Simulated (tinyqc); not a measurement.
## Mobility, diffusion coefficient and lifetime from two collectors

Problem. For an injected sheet in a field F the peak time tp at distance L obeys u^2 tp^2 + 2 D tp = L^2 with u^2 = v^2 + 4 D/tau, and the pulse area goes as exp(L (v - u)/(2 D)); v = mu F. Find u, D, mu and tau without using the Einstein relation.

Parameters, values chosen for the exercise:
- F = 49 V/cm (sweep field along the drift)

distances (um): [27, 43]
peak times (us): [0.00428383047, 0.00717706538]
ratio of the areas, far over near = 0.524420272

Solution. The two peak times give two linear equations for u^2 and D; the area ratio gives v - u, and u^2 - v^2 = 4 D/tau gives tau.

u = 5.498e5 cm/s
D = 203.5 cm^2/s
mu = 7870 cm^2/(V s)
tau = 5.300e-9 s

tinyqc, about 0.01 s, one thread, Intel Xeon 2.30GHz (shared host): `OMP_NUM_THREADS=1 python tinyqc.py 2310001 2310002 out.jsonl`
